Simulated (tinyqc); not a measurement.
Single-domain magnet: Stoner-Wohlfarth switching, Neel-Arrhenius retention, LLG dynamics and spin torque: one step, computed by the program tinyqc. Command: `OMP_NUM_THREADS=1 python tinyqc.py 3029067 3029068 out.jsonl macro walk`. One thread of a shared host (Intel(R) Xeon(R) Processor @ 2.30GHz), about 0.03 s of CPU time with the checks.

The moment is uniform, with unit vector m; z is the easy axis. mu_0 = 1.25663706212e-6 T m/A, gamma = 1.76085963023e11 rad/(s T).

Problem. Effective anisotropy. The disc is treated as an oblate spheroid with p = t/d: N_z = [1 - p arccos(p)/sqrt(1 - p^2)]/(1 - p^2); V = pi d^2 t/4; K_eff = K_u + K_i/t + K_shape, K_shape = -(mu_0 M_s^2/4)(3 N_z - 1); mu_0 H_K = 2 K_eff/M_s.

Inputs (values chosen for the exercise, for a model magnet):
```
quantity                      value    unit
saturation magnetisation M_s    549    kA/m
diameter d                       66      nm
thickness t                     2.1      nm
interface anisotropy K_i      0.464  mJ/m^2
bulk anisotropy K_u             6.1  kJ/m^3
```

Shape: thin disc, easy axis normal to it.

Give: demagnetising factor N_z; volume V; K_shape; K_eff; anisotropy field mu_0 H_K.

Solution.

demagnetising factor N_z = 0.9520

volume V = 7185 nm^3

K_shape = -175.7 kJ/m^3

K_eff = 51.32 kJ/m^3

anisotropy field mu_0 H_K = 0.1870 T

Shape works against the easy axis and takes 77 % of the other terms. Caution: a flat cylinder has a smaller N_z than the spheroid of the same t/d, so K_eff of a real disc is larger.
